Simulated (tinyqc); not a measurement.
Ballistic transport through the one-dimensional subbands of a rectangular nanowire or nanosheet channel. Changing the width b. Computed by tinyqc, a small Python program. Command: `OMP_NUM_THREADS=1 python tinyqc.py 3025592 3025593 out.jsonl wire sweep`. One thread of a shared host (Intel(R) Xeon(R) Processor @ 2.30GHz), about 0.08 s of CPU time with the checks.

Hard walls, parabolic subbands, transport along x. Energies are counted from the bulk conduction band edge at the top of the barrier, which the gate pulls down by U; the source Fermi level lies at the bulk edge when U = 0.

Inputs (values chosen for the exercise, modelled on silicon):

| quantity | value | unit |
|---|---|---|
| light mass m_t | 0.19 | m_0 |
| heavy mass m_l | 0.927 | m_0 |
| height a | 3.1 | nm |
| equivalent oxide thickness t | 0.99 | nm |
| gate voltage above flat band V_G | 0.88 | V |
| drain voltage V_D | 0.05 | V |
| temperature T | 300 | K |
| mean free path for back-scattering lambda | 75 | nm |
| channel length L | 34 | nm |

Valleys: silicon [100] wire.

Constants: hbar^2/(2 m_0) = 3.80998212 eV angstrom^2; k_B = 8.617333262e-05 eV/K; m_0 = 9.1093837015e-31 kg; k_B = 1.380649e-23 J/K; hbar = 1.054571817e-34 J s; eps_0 = 8.8541878128e-12 F/m; e = 1.602176634e-19 C; h = 6.62607015e-34 J s.

Method:
- E_pq = (hbar^2 pi^2/2)(p^2/(m_y b^2) + q^2/(m_z a^2)); valley pairs: (m_x, m_y, m_z) = (m_t, m_t, m_l), (m_t, m_l, m_t), (m_l, m_t, m_t), each with degeneracy g = 2; the 10 lowest subbands are kept.
- F_j(eta) = (1/Gamma(j + 1)) int_0^infinity x^j/(1 + exp(x - eta)) dx, F_0 = ln(1 + exp(eta)). Integrals over x = E/(k_B T) use 160 Gauss-Legendre points in u = sqrt(x) from 0 to sqrt(max(eta, 0) + 32).
- With degeneracy g = 2, eta_i = (U - E_i)/(k_B T) and u = e V_D/(k_B T): line density n = sum_i g sqrt(2 m_x k_B T/pi)/(2 hbar) [F_-1/2(eta_i) + F_-1/2(eta_i - u)]; gate: e n = C_ox (V_G - U/e), C_ox = 3.9 eps_0 2 (a + b)/t (flat-plate estimate); I = (2 e k_B T/h) sum_i g [F_0(eta_i) - F_0(eta_i - u)].
- Linear conductance G = (2 e^2/h) sum_i g f(eta_i), g = 2, f = 1/(1 + exp(-eta_i)), with the barrier frozen at the eta_i above; current per perimeter I/(2(a + b)); with scattering, transmission lambda/(lambda + L) and low-bias resistance (1 + L/lambda)/G.

One run for each value:

| width b (nm) | current per perimeter (microampere/micrometre) | ballistic current I (microampere) | open modes sum g f | mean velocity I/(e n) (1e7 cm/s) |
|---|---|---|---|---|
| 3.3 | 1296.6 | 16.596 | 5.109 | 0.67117 |
| 4.4 | 1340.5 | 20.108 | 6.649 | 0.64707 |
| 5.8 | 1381.0 | 24.582 | 8.472 | 0.64239 |
| 7.8 | 1437.4 | 31.335 | 10.497 | 0.64872 |
| 10.0 | 1443.9 | 37.831 | 12.936 | 0.64252 |

Over the rows, current per perimeter (microampere/micrometre) rises from 1300 to 1440 (exponent d ln y / d ln x 0.12 between the first rows and 0.018 between the last); ballistic current I (microampere) rises from 16.6 to 37.8 (exponent d ln y / d ln x 0.67 between the first rows and 0.76 between the last); open modes sum g f rises from 5.11 to 12.9 (exponent d ln y / d ln x 0.92 between the first rows and 0.84 between the last).  Left out: 14.0, 19.0, 25.0 (more than ten subbands are occupied).

Caution (rows 10.0): the tenth subband is still occupied, so the truncation to ten understates charge and current.
